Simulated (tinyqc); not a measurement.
# Reflectance at normal incidence against thickness

Normal incidence on air, film (n1) and substrate (N2 = n2 - i k2): r01 = (1 - n1)/(1 + n1), r12 = (n1 - N2)/(n1 + N2), amplitude (r01 + r12 X)/(1 + r01 r12 X), X = exp(-4 pi i n1 d/lam), R its squared modulus, phase from 0 to 360 degrees.

Inputs (values chosen for the exercise):

| symbol | value | unit | meaning |
|---|---|---|---|
| lam | 632.8 | nm | wavelength |
| n1 | 1.446 |  | index of the transparent film |
| n2 | 3.882 |  | index of the substrate |
| k2 | 0.019 |  | extinction coefficient of the substrate |

Results:

| d (nm) | R (%) | phase of the reflected amplitude (degrees) |
|---|---|---|
| 0 | 34.85 | 179.8 |
| 55 | 23.90 | 115.9 |
| 82 | 13.96 | 69.83 |
| 110 | 8.997 | 357.9 |
| 138 | 14.45 | 287.1 |
| 165 | 24.44 | 242.0 |
| 192 | 32.16 | 208.6 |
| 220 | 34.84 | 178.6 |

Estimate the missing row, d = 28 nm.

Computed row:

| d (nm) | R (%) | phase of the reflected amplitude (degrees) |
|---|---|---|
| 28 | 31.86 | 149.7 |

With this row back in the table: R goes from 34.9 through a minimum of 9.00 (at d = 110 nm among the rows listed) to 34.8 %. At a quarter wave, d = 109 nm, R = 8.99 %; for a transparent substrate it would vanish for n1 = sqrt(n2) = 1.97.

Program tinyqc, `OMP_NUM_THREADS=1 python tinyqc.py 2870202 2870203 out.jsonl`; Intel Xeon 2.30GHz, shared host, one thread, about 0.01 s.
